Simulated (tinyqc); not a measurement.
From results back to parameters: k.p values derived from sp3s* tight binding at Gamma. Two cases, with inputs chosen for the exercise.

Problem. The electron mass obeys m0/m = A + Ep/EG, where A gathers the direct term and the higher bands, and Ep = P^2/c with c = hbar^2/2m0, P = (a/4)(sa pc Vsapc + sc pa Vscpa). The mass comes from a hidden Vscpa (s cation, p anion); sa, sc are the anion and cation parts of S+, the upper s level at Gamma, and pa, pc those of P-, the lower p level (P+ is the upper one).

Constants: hbar^2/2m0 = 3.80998211 eV angstrom^2.

Case 1.

Values chosen (out of a larger set: near a published set for Ge, fitted to gaps, whose masses and valley positions are rough; not measured data): a = 5.662 angstrom (lattice constant); Vsapc = 5.462 eV (s anion, p cation).

m = 0.0632440 m0
A = -1.77699
EG = 0.892000 eV

sa, sc, pa, pc: 0.707107  -0.707107  0.707107  -0.707107

Case 2.

Values chosen (out of a larger set: near a published set for SiC, fitted to gaps, whose masses and valley positions are rough; not measured data): a = 4.359 angstrom (lattice constant); Vsapc = 9.599 eV (s anion, p cation).

m = 0.6442068 m0
A = -2.98776
EG = 6.035252 eV

sa, sc, pa, pc: 0.655798  -0.754937  0.822340  -0.568997

Find: Ep; Vscpa.

Solution. Ep = (m0/m - A) EG gives |P|; both terms of P have the sign of sc pa, and the linear relation gives Vscpa. A is held fixed, though its part from P+ also depends on Vscpa.

Case 1.

Ep = 15.69 eV
Vscpa = 5.46 eV

Case 2.

Ep = 27.40 eV
Vscpa = 9.33 eV

Computed by tinyqc, one run a case: `OMP_NUM_THREADS=1 python tinyqc.py N N+1 out.jsonl` with N = 1452503, 1452515; one thread of a shared Intel(R) Xeon(R) Processor @ 2.30GHz, about 0.01 s a run at most.
